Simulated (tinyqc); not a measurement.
## Magnetoresistance against angle

Conductance G = G0 (1 + P1 P2 cos(phi)) at low bias, phi the angle between the magnetisations, normalised to Rp = RA/area at phi = 0.

Parameters, values chosen for the exercise:
- Dm = 60 nm (diameter)
- P1 = 0.56 (spin polarisation of the reference layer)
- P2 = 0.53 (spin polarisation of the free layer)
- RA = 13.5 ohm um^2 (resistance-area product, parallel state)

Magnetoresistance against angle:

| phi (degree) | R (kohm) | R/Rp - 1 (%) | share of the full TMR (%) |
|---|---|---|---|
| 0 | 4.775 | 0 | 0 |
| 20 | 4.841 | 1.400 | 1.658 |
| 45 | 5.118 | 7.185 | 8.512 |
| 70 | 5.621 | 17.73 | 21.00 |
| 90 | 6.192 | 29.68 | 35.16 |
| 110 | 6.891 | 44.33 | 52.52 |
| 135 | 7.836 | 64.12 | 75.96 |
| 160 | 8.587 | 79.84 | 94.58 |
| 180 | 8.805 | 84.41 | 100.0 |

R rises from 4.77 to 8.81 kohm, TMR0 = 84.4 %. It is the conductance that follows cos(phi), so at 90 degrees R has covered only (1 - P1 P2)/2 = 35.2 % of its range.

Program tinyqc, `OMP_NUM_THREADS=1 python tinyqc.py 2450048 2450049 out.jsonl`; Intel Xeon 2.30GHz, shared host, one thread, about 0.01 s.
